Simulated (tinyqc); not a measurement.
Inside a calculation. Method: RKS/B3LYP (VWN-RPA form) in the 6-311g basis, for H-, spin multiplicity 1. The basis has no diffuse functions, so it cannot describe the extra electron: this is an exercise in the method, not the real anion. Computed by tinyqc, a small Python program that keeps every step (integrals from PySCF). Settings: charge = -1, multiplicity = 1, basis = 6-311g, energy threshold = 1e-08, iteration cap = 53, orthogonalisation = symmetric, start = core, DIIS depth = 3, damping = 0.3, method = RKS, functional = b3lyp, grid = [15, 14]. Command: `OMP_NUM_THREADS=1 python tinyqc.py 26342 26343 out.jsonl` (the two numbers bound the seeds that draw the settings). One thread of a shared host (Intel(R) Xeon(R) Processor @ 2.60GHz), about 0.1 s of CPU time with the checks. Later iterations appear only in the table of the cycle.

## One-electron integrals

Geometry (angstrom):
```
atom        x        y        z
H     0.00000  0.00000  0.00000
```

Basis 6-311g: exponents (1/bohr^2) and contraction coefficients of normalised primitives:
```
element  l (shell)  exponent  coefficient
H            s (1)  33.86500      0.02549
H            s (1)   5.09479      0.19037
H            s (1)   1.15879      0.85216
H            s (2)   0.32584      1.00000
H            s (3)   0.10274      1.00000
```

Overlap, kinetic and nuclear-attraction integrals over the contracted functions; the nuclear repulsion is the sum of Za Zb / Rab.

nuclear repulsion = 0 hartree

overlap S, order 1H 1s, 1H 2s, 1H 3s:
$$\begin{pmatrix}
1.00000 & 0.70638 & 0.37366 \\
0.70638 & 1.00000 & 0.78896 \\
0.37366 & 0.78896 & 1.00000
\end{pmatrix}$$

kinetic energy T (hartree), order 1H 1s, 1H 2s, 1H 3s:
$$\begin{pmatrix}
2.30435 & 0.54912 & 0.10635 \\
0.54912 & 0.48876 & 0.18488 \\
0.10635 & 0.18488 & 0.15411
\end{pmatrix}$$

nuclear attraction V (hartree), order 1H 1s, 1H 2s, 1H 3s:
$$\begin{pmatrix}
-2.11110 & -1.06073 & -0.51499 \\
-1.06073 & -0.91090 & -0.58281 \\
-0.51499 & -0.58281 & -0.51150
\end{pmatrix}$$

core Hamiltonian H = T + V (hartree), order 1H 1s, 1H 2s, 1H 3s:
$$\begin{pmatrix}
0.19325 & -0.51161 & -0.40865 \\
-0.51161 & -0.42214 & -0.39793 \\
-0.40865 & -0.39793 & -0.35738
\end{pmatrix}$$

## Two-electron integrals

Functions are numbered as in S; the eight-fold symmetry (ij|kl) = (ji|kl) = (kl|ij) leaves the list below.

Two-electron integrals (ij|kl) in chemists' order, unique and non-zero (hartree):
```
(11|11) 1.39303   (21|11) 0.82297   (21|21) 0.50970   (22|11) 0.82290
(22|21) 0.54303   (22|22) 0.64411   (31|11) 0.41126   (31|21) 0.25776
(31|22) 0.27987   (31|31) 0.13079   (32|11) 0.54368   (32|21) 0.36577
(32|22) 0.45267   (32|31) 0.18980   (32|32) 0.32514   (33|11) 0.49402
(33|21) 0.34012   (33|22) 0.44599   (33|31) 0.17804   (33|32) 0.33178
(33|33) 0.36168
```

## Orthogonalisation

S = U s U^T; symmetric (Loewdin) form X = U s^(-1/2) U^T, so that X^T S X = 1.

eigenvalues of S: [0.10921, 0.62935, 2.26144]

X, order 1H 1s, 1H 2s, 1H 3s:
$$\begin{pmatrix}
1.36602 & -0.72847 & 0.17957 \\
-0.72847 & 2.04562 & -0.90558 \\
0.17957 & -0.90558 & 1.53984
\end{pmatrix}$$

## Starting guess

The start is the orbitals of the core Hamiltonian; D = 2 C_occ C_occ^T.

D at the start, order 1H 1s, 1H 2s, 1H 3s:
$$\begin{pmatrix}
0.11332 & 0.23980 & 0.18261 \\
0.23980 & 0.50745 & 0.38641 \\
0.18261 & 0.38641 & 0.29425
\end{pmatrix}$$

## Iteration 1: exchange-correlation on the grid

Becke grid with 15 radial and 14 angular points per atom, points of zero weight dropped. rho = sum D_ij phi_i phi_j; V_xc,ij = sum w v_xc phi_i phi_j plus the gradient terms; v_xc is d(rho eps)/d rho at fixed gradient. Exact exchange is left to K.

The 16 grid points with the largest w rho, of 210 (bohr, atomic units):
```
x                y         z        w      rho  |grad rho|^2    eps_xc      v_xc
-0.67494  -0.67494   0.67494  0.54140  0.06163       0.01543  -0.29367  -0.34248
-0.67494   0.67494  -0.67494  0.54140  0.06163       0.01543  -0.29367  -0.34248
-0.67494  -0.67494  -0.67494  0.54140  0.06163       0.01543  -0.29367  -0.34248
-0.67494   0.67494   0.67494  0.54140  0.06163       0.01543  -0.29367  -0.34248
0.67494   -0.67494  -0.67494  0.54140  0.06163       0.01543  -0.29367  -0.34248
0.67494    0.67494   0.67494  0.54140  0.06163       0.01543  -0.29367  -0.34248
0.67494    0.67494  -0.67494  0.54140  0.06163       0.01543  -0.29367  -0.34248
0.67494   -0.67494   0.67494  0.54140  0.06163       0.01543  -0.29367  -0.34248
0.95141   -0.95141   0.95141  1.38629  0.02349       0.00219  -0.22523  -0.25531
0.95141   -0.95141  -0.95141  1.38629  0.02349       0.00219  -0.22523  -0.25531
0.95141    0.95141   0.95141  1.38629  0.02349       0.00219  -0.22523  -0.25531
0.95141    0.95141  -0.95141  1.38629  0.02349       0.00219  -0.22523  -0.25531
-0.95141  -0.95141  -0.95141  1.38629  0.02349       0.00219  -0.22523  -0.25531
-0.95141   0.95141  -0.95141  1.38629  0.02349       0.00219  -0.22523  -0.25531
-0.95141   0.95141   0.95141  1.38629  0.02349       0.00219  -0.22523  -0.25531
-0.95141  -0.95141   0.95141  1.38629  0.02349       0.00219  -0.22523  -0.25531
```

electrons on the grid, sum of w rho = 2.00000

E_xc = sum of w rho eps_xc = -0.5440648 hartree

V_xc (hartree), order 1H 1s, 1H 2s, 1H 3s:
$$\begin{pmatrix}
-0.54830 & -0.33173 & -0.16713 \\
-0.33173 & -0.34526 & -0.22896 \\
-0.16713 & -0.22896 & -0.20143
\end{pmatrix}$$

## Iteration 1: building the Kohn-Sham matrix

J_ij = sum D_kl (ij|kl), K_ij = sum D_kl (ik|jl); F = H + J - 0.1 K + V_xc; E = tr D H + tr D J / 2 - 0.05 tr D K + E_xc + E_nn.

Coulomb J (hartree), order 1H 1s, 1H 2s, 1H 3s:
$$\begin{pmatrix}
1.68588 & 1.09017 & 0.55908 \\
1.09017 & 1.26382 & 0.88496 \\
0.55908 & 0.88496 & 0.87328
\end{pmatrix}$$

exchange K (hartree), order 1H 1s, 1H 2s, 1H 3s:
$$\begin{pmatrix}
1.19909 & 1.14006 & 0.79565 \\
1.14006 & 1.22414 & 0.90611 \\
0.79565 & 0.90611 & 0.69870
\end{pmatrix}$$

Kohn-Sham matrix F (hartree), order 1H 1s, 1H 2s, 1H 3s:
$$\begin{pmatrix}
1.21092 & 0.13282 & -0.09626 \\
0.13282 & 0.37401 & 0.16746 \\
-0.09626 & 0.16746 & 0.24459
\end{pmatrix}$$

total energy of this density = -0.4185541 hartree

This density is the starting one.

## Iteration 1: diagonalisation and new density

Diagonalise F' = X^T F X, C = X C', fill 1 alpha and 1 beta electrons from the bottom; D = 2 C_occ C_occ^T; the new density keeps 0.3 of the old one (damping). Each column has its largest component positive (the first on a tie).

F' = X^T F X (hartree):
$$\begin{pmatrix}
2.11058 & -1.05681 & 0.00905 \\
-1.05681 & 1.26495 & -0.26746 \\
0.00905 & -0.26746 & 0.36225
\end{pmatrix}$$

orbital energies (hartree): MO1 0.21343, MO2 0.68823, MO3 2.83612

coefficients C, order 1H 1s, 1H 2s, 1H 3s:
$$\begin{pmatrix}
0.16077 & 0.10105 & -1.54689 \\
0.02321 & 1.50028 & 1.81217 \\
0.90878 & -1.35044 & -0.75755
\end{pmatrix}$$

D after iteration 1, order 1H 1s, 1H 2s, 1H 3s:
$$\begin{pmatrix}
0.07018 & 0.07716 & 0.25933 \\
0.07716 & 0.15299 & 0.14545 \\
0.25933 & 0.14545 & 1.24450
\end{pmatrix}$$

## Iteration 2: exchange-correlation on the grid

As before.

The 16 grid points with the largest w rho, of 210 (bohr, atomic units):
```
x                y         z        w      rho  |grad rho|^2    eps_xc      v_xc
-1.30652  -1.30652   1.30652  3.35523  0.00916       0.00013  -0.16433  -0.18957
-1.30652   1.30652  -1.30652  3.35523  0.00916       0.00013  -0.16433  -0.18957
-1.30652  -1.30652  -1.30652  3.35523  0.00916       0.00013  -0.16433  -0.18957
-1.30652   1.30652   1.30652  3.35523  0.00916       0.00013  -0.16433  -0.18957
1.30652    1.30652  -1.30652  3.35523  0.00916       0.00013  -0.16433  -0.18957
1.30652    1.30652   1.30652  3.35523  0.00916       0.00013  -0.16433  -0.18957
1.30652   -1.30652   1.30652  3.35523  0.00916       0.00013  -0.16433  -0.18957
1.30652   -1.30652  -1.30652  3.35523  0.00916       0.00013  -0.16433  -0.18957
0.95141   -0.95141  -0.95141  1.38629  0.02010       0.00078  -0.20663  -0.24251
0.95141   -0.95141   0.95141  1.38629  0.02010       0.00078  -0.20663  -0.24251
0.95141    0.95141   0.95141  1.38629  0.02010       0.00078  -0.20663  -0.24251
0.95141    0.95141  -0.95141  1.38629  0.02010       0.00078  -0.20663  -0.24251
-0.95141  -0.95141  -0.95141  1.38629  0.02010       0.00078  -0.20663  -0.24251
-0.95141   0.95141  -0.95141  1.38629  0.02010       0.00078  -0.20663  -0.24251
-0.95141   0.95141   0.95141  1.38629  0.02010       0.00078  -0.20663  -0.24251
-0.95141  -0.95141   0.95141  1.38629  0.02010       0.00078  -0.20663  -0.24251
```

electrons on the grid, sum of w rho = 2.00000

E_xc = sum of w rho eps_xc = -0.4126968 hartree

V_xc (hartree), order 1H 1s, 1H 2s, 1H 3s:
$$\begin{pmatrix}
-0.47986 & -0.29241 & -0.14804 \\
-0.29241 & -0.31763 & -0.21810 \\
-0.14804 & -0.21810 & -0.20648
\end{pmatrix}$$

## Iteration 2: building the Kohn-Sham matrix

As before.

Coulomb J (hartree), order 1H 1s, 1H 2s, 1H 3s:
$$\begin{pmatrix}
1.33694 & 0.88286 & 0.45608 \\
0.88286 & 1.07197 & 0.76978 \\
0.45608 & 0.76978 & 0.79436
\end{pmatrix}$$

exchange K (hartree), order 1H 1s, 1H 2s, 1H 3s:
$$\begin{pmatrix}
0.75381 & 0.78162 & 0.60734 \\
0.78162 & 0.94415 & 0.79965 \\
0.60734 & 0.79965 & 0.72718
\end{pmatrix}$$

Kohn-Sham matrix F (hartree), order 1H 1s, 1H 2s, 1H 3s:
$$\begin{pmatrix}
0.97495 & 0.00069 & -0.16135 \\
0.00069 & 0.23778 & 0.07379 \\
-0.16135 & 0.07379 & 0.15778
\end{pmatrix}$$

total energy of this density = -0.4821022 hartree

This density is a damped mixture and is not idempotent.

## Iteration 2: DIIS over 2 matrices

error matrix X^T (FDS - SDF) X:
$$\begin{pmatrix}
0.00000 & -0.00371 & -0.01320 \\
0.00371 & 0.00000 & 0.00890 \\
0.01320 & -0.00890 & 0.00000
\end{pmatrix}$$

B (overlaps of the stored error matrices):
$$\begin{pmatrix}
2.6356106e-01 & -4.6894253e-03 \\
-4.6894253e-03 & 5.3426429e-04
\end{pmatrix}$$

Minimise |sum c_i e_i|^2 with sum c_i = 1: solve [B -1; -1 0][c; lambda] = [0; -1] with B_ij = tr e_i^T e_j, and take F = sum c_i F_i.

DIIS coefficients: [0.01910, 0.98090]

extrapolated F (hartree), order 1H 1s, 1H 2s, 1H 3s:
$$\begin{pmatrix}
0.97946 & 0.00321 & -0.16010 \\
0.00321 & 0.24038 & 0.07557 \\
-0.16010 & 0.07557 & 0.15944
\end{pmatrix}$$

## Iteration 2: diagonalisation and new density

As before.

F' = X^T F X (hartree):
$$\begin{pmatrix}
1.85569 & -1.05151 & -0.00047 \\
-1.05151 & 1.15562 & -0.28680 \\
-0.00047 & -0.28680 & 0.30640
\end{pmatrix}$$

orbital energies (hartree): MO1 0.10787, MO2 0.58374, MO3 2.62610

coefficients C, order 1H 1s, 1H 2s, 1H 3s:
$$\begin{pmatrix}
0.19025 & 0.12913 & -1.54145 \\
0.16013 & 1.43474 & 1.85775 \\
0.76907 & -1.41686 & -0.79025
\end{pmatrix}$$

D after iteration 2, order 1H 1s, 1H 2s, 1H 3s:
$$\begin{pmatrix}
0.07173 & 0.06580 & 0.28264 \\
0.06580 & 0.08179 & 0.21604 \\
0.28264 & 0.21604 & 1.20140
\end{pmatrix}$$

## Iteration 16 (converged): orbitals

converged F (hartree), order 1H 1s, 1H 2s, 1H 3s:
$$\begin{pmatrix}
0.97705 & 0.00149 & -0.16207 \\
0.00149 & 0.23815 & 0.07314 \\
-0.16207 & 0.07314 & 0.15741
\end{pmatrix}$$

Diagonalise F' = X^T F X, C = X C', fill 1 alpha and 1 beta electrons from the bottom; D = 2 C_occ C_occ^T. Each column has its largest component positive (the first on a tie).

F' = X^T F X (hartree):
$$\begin{pmatrix}
1.85305 & -1.05100 & -0.00182 \\
-1.05100 & 1.15487 & -0.28841 \\
-0.00182 & -0.28841 & 0.30594
\end{pmatrix}$$

orbital energies (hartree): MO1 0.10525, MO2 0.58499, MO3 2.62362

coefficients C, order 1H 1s, 1H 2s, 1H 3s:
$$\begin{pmatrix}
0.19076 & 0.12940 & -1.54136 \\
0.16171 & 1.43386 & 1.85828 \\
0.76727 & -1.41765 & -0.79057
\end{pmatrix}$$

D after iteration 16, order 1H 1s, 1H 2s, 1H 3s:
$$\begin{pmatrix}
0.07278 & 0.06170 & 0.29274 \\
0.06170 & 0.05230 & 0.24815 \\
0.29274 & 0.24815 & 1.17741
\end{pmatrix}$$

## Convergence

Stop when the energy changes by less than 1e-08 hartree and every element of the error matrix X^T (F D S - S D F) X is below 3e-05.

Course of the cycle:
```
iteration  E (hartree)     change  largest element of the error matrix
1           -0.4185541          -                             2.66e-01
2           -0.4821022  -6.35e-02                             1.32e-02
3           -0.5014985  -1.94e-02                             5.34e-03
4           -0.5073400  -5.84e-03                             1.67e-03
5           -0.5090942  -1.75e-03                             5.04e-04
6           -0.5096206  -5.26e-04                             1.51e-04
7           -0.5097785  -1.58e-04                             4.54e-05
8           -0.5098259  -4.74e-05                             1.36e-05
9           -0.5098401  -1.42e-05                             4.09e-06
10          -0.5098443  -4.26e-06                             1.23e-06
11          -0.5098456  -1.28e-06                             3.68e-07
12          -0.5098460  -3.84e-07                             1.10e-07
13          -0.5098461  -1.15e-07                             3.31e-08
14          -0.5098462  -3.45e-08                             9.93e-09
15          -0.5098462  -1.04e-08                             2.98e-09
16          -0.5098462  -3.11e-09                             8.94e-10
```

PySCF RKS in the same basis, fine grid = -0.5098648 hartree

Converged in 16 iterations. The coarse grid moves the energy by +1.86e-05 hartree.

## Populations

Mulliken: Z minus the diagonal of D S on the atom; Loewdin: the same with S^(1/2) D S^(1/2).

Charges (e):
```
atom  Mulliken   Loewdin
1H    -1.00000  -1.00000
```
